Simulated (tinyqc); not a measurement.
# Current crowding under a contact, resistor ladder against the transmission-line model: two studies

A metal contact of length d and width W on a thin layer of the same width. The metal has no resistance, the sheet resistance under it equals Rsh, and current enters the layer at the front edge x = 0.

Inputs (values chosen for the exercise):
- Rsh = 700 ohm/sq (sheet resistance of the semiconductor layer)
- rc = 5.6e-9 ohm cm^2 (specific contact resistivity)
- d = 0.045 um (contact length)
- W = 3.1 um (contact width)

Each table varies one quantity; the others keep the values above.

## Effect of the sheet resistance

Transfer length Lt = sqrt(rc/Rsh); front resistance Rc = (Rsh Lt/W) coth(d/Lt); end resistance Re = (Rsh Lt/W)/sinh(d/Lt).

Results:
```
Rsh (ohm/sq)    Lt (um)     d/Lt  Rc W (ohm um)  Re W (ohm um)
20              0.16733  0.26893         12.743         12.296
63             0.094281  0.47730         13.375         11.984
200            0.052915  0.85042         15.309         11.062
620            0.030054   1.4973         20.597         8.7770
1900           0.017168   2.6212         32.966         4.7692
19000         0.0054290   8.2889         103.15       0.051843
```

Estimate the missing row, Rsh = 6000 ohm/sq.

Computed row:
```
Rsh (ohm/sq)    Lt (um)    d/Lt  Rc W (ohm um)  Re W (ohm um)
6000          0.0096609  4.6579         57.976         1.0998
```

With this row back in the table: Rc W rises from 12.7 to 103 ohm um while Re W falls from 12.3 to 0.0518 ohm um; for Rsh going to zero both tend to rc/d = 12.4 ohm um. A larger Rsh shortens Lt and crowds the current to the front edge. In 3 of the 7 rows Lt is below 20 nm, near the thickness of a real layer, where current spreads in depth and the line model fails.

## Convergence with the number of cells

Cut the contact into n cells of length hc = d/n. Neighbouring cell centres are joined by a = W/(Rsh hc), each centre joins the metal (0 V) by g = W hc/rc, and I enters cell 1 through half a cell: -a v_(i-1) + b_i v_i - a v_(i+1) = I for i = 1 and 0 otherwise, b_i = g + 2 a (g + a at both ends). Rc = v_1/I + 1/(2 a). The error is against Transfer length Lt = sqrt(rc/Rsh); front resistance Rc = (Rsh Lt/W) coth(d/Lt); end resistance Re = (Rsh Lt/W)/sinh(d/Lt).

Convergence with the number of cells:
```
n      hc/Lt  Rc (ohm)  error (%)
1     1.5910    9.0950       31.1
2    0.79550    7.5195       8.35
4    0.39775    7.0880       2.14
8    0.19887    6.9771      0.537
16  0.099437    6.9492      0.134
32  0.049718    6.9422     0.0336
64  0.024859    6.9405    8.41e-3
```

What does the table show?

The exact Rc is 6.9399 ohm. The error falls from 31 % to 0.0084 %, by a factor of 4.0 over the last doubling: second order in the cell length.

Program tinyqc, `OMP_NUM_THREADS=1 python tinyqc.py 2760131 2760132 out.jsonl`; Intel Xeon 2.30GHz, shared host, one thread, about 0.01 s.
